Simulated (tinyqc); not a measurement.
Inside a calculation. Method: one-electron ion in a basis of Gaussians. One step of it, computed by the program tinyqc.

Task: Matrices over normalised Gaussians. With p = a_i + a_j and I(k) = Gamma((k+1)/2) / (2 p^((k+1)/2)): S = I(2l+2), T = (2l+3) a_i a_j S / p, V = -Z I(2l+1), each divided by sqrt(S_ii S_jj).

exponents of r^l exp(-a r^2) (1/bohr^2): 2.607000  12.150000  56.650000  264.100000

Z = 5

l = 0

Give: S; T; V.

Result:

S, lower triangle:
```
       1      2      3      4
1  1.000
2  0.666  1.000
3  0.263  0.666  1.000
4  0.087  0.263  0.666  1.000
```

T (hartree), lower triangle:
```
       1       2       3        4
1  3.910
2  4.290  18.225
3  1.964  19.990  84.975
4  0.676   9.152  93.206  396.150
```

V (hartree), lower triangle:
```
         1        2        3         4
1  -12.883
2  -14.438  -27.812
3  -11.409  -31.168  -60.054
4   -8.042  -24.628  -67.302  -129.665
```
